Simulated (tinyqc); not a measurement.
Effective-mass impurity with a central-cell term, in a basis of Slater functions. Changing the central-cell strength A. Computed by tinyqc, a small Python program. Command: `OMP_NUM_THREADS=1 python tinyqc.py 3008714 3008715 out.jsonl centralcell sweep`. One thread of a shared host (Intel(R) Xeon(R) Processor @ 2.30GHz), about 0.01 s of CPU time with the checks.

The envelope obeys H = -nabla^2 - (2/r) [Z + A exp(-kappa r)] in effective units, with kappa = a*/lambda; positive A deepens the well near the core.

Inputs (values chosen for the exercise, with mass and screening modelled on GaN):
```
quantity,value,unit
effective mass m,0.196,m_0
dielectric constant eps,9.78,-
charge Z of the core,1,-
central-cell range lambda,1.9,angstrom
```

Impurity: donor, one isotropic band.

Constants: Ry = 13.605693123 eV; a_0 = 0.529177210903 angstrom.

Method:
- Units: Ry* = Ry m/eps^2 and a* = a_0 eps/m, with m in m_0.
- kappa = a*/lambda; the hydrogenic ground state is bound by Z^2 Ry*.
- For s functions exp(-zeta r), with s = zeta_i + zeta_j: S = 2/s^3, T = zeta_i zeta_j S, V = -2 Z/s^2, W = -2 A/(s + kappa)^2; each function is normalised by dividing by sqrt(S_ii S_jj).
- Large basis: zeta_i = 0.06 x 1.6^(i-1), i = 1..22, same formulas; for p functions r exp(-zeta r): S = 24/s^5, T = zeta_i zeta_j S (centrifugal term included), V = -12 Z/s^4, W = -12 A/(s + kappa)^4; overlap eigenvalues below 1e-11 are dropped.
- Binding energies are -E Ry*; the effective quantum number is nu = Z/sqrt(-E); |psi(0)|^2 is given relative to the hydrogenic Z^3/(pi a*^3).

One run for each value:
```
central-cell strength A,1s binding energy (meV),2s binding energy (meV),2p binding energy (meV),effective quantum number of 1s,relative |psi(0)|^2
-7.60,24.2,6.48,6.968,1.074,1.078e-01
-5.10,25.0,6.59,6.969,1.056,2.052e-01
-0.19,27.7,6.95,6.970,1.003,9.341e-01
2.30,30.6,7.29,6.971,0.955,2.476e+00
4.70,36.3,7.90,6.971,0.876,7.902e+00
7.20,52.9,9.23,6.972,0.726,3.601e+01
9.70,113.2,11.78,6.973,0.496,1.866e+02
12.00,280.7,14.51,6.974,0.315,6.233e+02
```

Give the missing row, central-cell strength A = -2.70.

Computed row; columns: (1) central-cell strength A; (2) 1s binding energy (meV); (3) 2s binding energy (meV); (4) 2p binding energy (meV); (5) effective quantum number of 1s; (6) relative |psi(0)|^2:
```
(1)     (2)   (3)    (4)    (5)        (6)
-2.70  26.0  6.73  6.969  1.035  4.089e-01
```

Interpolating between the two neighbouring rows (linearly) misses most in relative |psi(0)|^2, by 37 %. Over the rows, 1s binding energy (meV) rises from 24.2 to 281; 2s binding energy (meV) rises from 6.48 to 14.5; 2p binding energy (meV) rises from 6.9679 to 6.9737. The central cell acts through the density at the core, which is largest for 1s, smaller for 2s (an eighth for hydrogenic states) and zero for 2p.

Caution (rows 4.70, 7.20, 9.70, 12.0): the density at the core is many times hydrogenic, so the result hangs on the model potential inside one cell, where the envelope picture is weak. Caution (rows 9.70, 12.0): the level is several times deeper than hydrogenic: it draws on many bands and is no longer an effective-mass state.

Extremes, crossings and ranges named in words are read from the listed rows.
